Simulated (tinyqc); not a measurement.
What each parameter does: two-band massive Dirac model of the K valleys.

Basis (conduction, valence): H = [[D/2, a t (tau kx - i ky)], [a t (tau kx + i ky), -D/2 + lam tau sz]], valley tau = +/-1, spin sz = +/-1. The gap of a spin and valley is G = D - lam tau sz. Berry curvature Omega = curl of i<u|grad u>; for the conduction band Omega_c = -tau 2 a^2 t^2 G/(G^2 + 4 a^2 t^2 k^2)^(3/2), and Omega_v = -Omega_c.

Constants: hbar^2/2m0 = 3.80998211 eV angstrom^2.

Parameters, chosen for this exercise (near those used for monolayer WSe2; the results hold for these values, not for the real material): a = 3.315 angstrom (lattice constant); D = 1.66 eV (gap parameter); t = 1.27 eV (effective hopping); lam = 0.251 eV (half the valence spin splitting).

Flavour tau = sz = +1 at k = 0: gap G, mass c G/(a t)^2 with c = hbar^2/2m0, Omega_c, and the B - A splitting 2 lam.

Results for these values:
```
case  G (eV)  mass (m0)  Omega_c (angstrom^2)  B - A (eV)
base  1.4090     0.3029               -17.856      0.5020
```

What happens to each result for D = 1.826 eV, all else kept?

Answer: G rises from 1.4090 to 1.5750; mass rises from 0.3029 to 0.3386; Omega_c rises from -17.856 to -14.290; B - A does not change at the printed digits.

The same for each parameter in turn:
```
case                 G (eV)  mass (m0)  Omega_c (angstrom^2)  B - A (eV)
base                 1.4090     0.3029               -17.856      0.5020
a = 3.3813 angstrom  1.4090     0.2911               -18.577      0.5020
D = 1.826 eV         1.5750     0.3386               -14.290      0.5020
t = 1.397 eV         1.4090     0.2503               -21.606      0.5020
lam = 0.3765 eV      1.2835     0.2759               -21.519      0.7530
```

The mass goes as G/(a t)^2 and the curvature as (a t)^2/G^2, so their product is -2c/G.

Computed by tinyqc, a small Python program: `OMP_NUM_THREADS=1 python tinyqc.py 1450103 1450104 out.jsonl` (the numbers bound the seed that draws the inputs); one thread of a shared host (Intel(R) Xeon(R) Processor @ 2.30GHz), about 0.01 s for the whole set of steps.
